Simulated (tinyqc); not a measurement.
Inside a calculation. Model: bandgap voltage reference from two bipolar transistors.

Numbers from tinyqc (`OMP_NUM_THREADS=1 python tinyqc.py 2062111 2062112 out.jsonl`; about 0.02 s on one thread of a shared Intel Xeon 2.30GHz). Printed values are rounded.

Two transistors of area 1 and N carry the same current I. Is(T) = Is (T/T0)^eta exp[(Vg0 q/kB)(1/T0 - 1/T)], VBE1 = Vt ln(I/Is(T)) + I rb, VBE2 = Vt ln(I/(N Is(T))) + I rb/N. The amplifier forces I R1(T) = VBE1 - VBE2 + Vos, with R(T) = R (1 + tc (T - T0)) for both resistors, and the output is Vref = VBE1 + I R2(T). Base currents and the Early effect are neglected.

Inputs (values chosen for the exercise); values of the order met in silicon bipolar transistors:
- T0 = 300 K (reference temperature)
- Vg0 = 1.157 V (band-gap voltage extrapolated to 0 K)
- eta = 3.1 (temperature exponent of the saturation current)
- Is = 3.2e-18 A (saturation current of the unit transistor at T0)
- N = 10 (area ratio of the second transistor)
- R1 = 6.8 kohm (resistor across which the difference of VBE falls, at T0)
- tc = -800 ppm/K (temperature coefficient of both resistors)
- Vos = 0 mV (offset of the amplifier)
- rb = 0 ohm (series resistance of the unit transistor)
- R2 = 50.44 kohm (output resistor at T0)
- T = 398 K (temperature)

Constants: q = 1.602176634e-19 C, kB = 1.380649e-23 J/K. Results are converted to the units shown.

## Operating point at the reference temperature

Vt = kB T/q; I = (Vt ln N + Vos)/(R1(T) - rb (1 - 1/N)). Evaluate at T = T0.

Vt = 0.0258520 V
I = 8.75389 uA
Is(T) = 3.2e-18 A
VBE1 = 0.740333 V
I R2 = 0.441546 V
Vref = 1.18188 V

## Operating point at another temperature

Vt = kB T/q; I = (Vt ln N + Vos)/(R1(T) - rb (1 - 1/N)).

Vt = 0.0342970 V
I = 12.6014 uA
Is(T) = 4.69509e-13 A
VBE1 = 0.586663 V
I R2 = 0.585784 V
Vref = 1.17245 V

From T0 to T, VBE1 changes by -154 mV and I R2 by 144 mV, which leaves -9.43 mV in Vref.

## Resistor for zero slope at T0, ideal case

With tc = 0, Vos = 0 and rb = 0 the current is proportional to T, dVBE/dT = (VBE - Vg0 - (eta - 1) Vt)/T, and Vref has zero slope at T0 when Vref = Vg0 + (eta - 1) Vt0. Find VBE1, its slope, that Vref, R2/R1 and the curvature d2Vref/dT2 = -(eta - 1) kB/(q T0).

VBE1 = 0.740333 V
dVBE/dT = -1.56985 mV/K
Vref = 1.21129 V
R2/R1 = 7.91171
curvature = -0.603213 uV/K^2
